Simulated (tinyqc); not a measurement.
From results back to parameters: averaged masses of warped heavy- and light-hole bands. Two cases, with inputs chosen for the exercise.

Problem. For B along [111] the central orbits have s = 1/4 all round, so the cyclotron masses are 1/(g1 -/+ sqrt(g2^2 + 3 g3^2)). They are given with the heavy-hole mass along [100], 1/(g1 - 2 g2); g2 and g3 are positive.

Case 1.

heavy and light cyclotron mass for B along [111]; heavy mass along [100] (m0): 0.6769284  0.0797274  0.3508772

Case 2.

heavy and light cyclotron mass for B along [111]; heavy mass along [100] (m0): 0.3766186  0.0414855  0.2032520

Find: g1; sqrt(g2^2 + 3 g3^2); g2; g3.

Solution. The mean of the two inverse cyclotron masses is g1 and half their difference is the root; g2 = (g1 - 1/m[100])/2, and g3 follows.

Case 1.

g1 = 7.01
sqrt(g2^2 + 3 g3^2) = 5.533
g2 = 2.08
g3 = 2.96

Case 2.

g1 = 13.38
sqrt(g2^2 + 3 g3^2) = 10.725
g2 = 4.23
g3 = 5.69

Computed by tinyqc, one run a case: `OMP_NUM_THREADS=1 python tinyqc.py N N+1 out.jsonl` with N = 1080746, 1080792; one thread of a shared Intel(R) Xeon(R) Processor @ 2.30GHz, about 0.03 s a run at most.
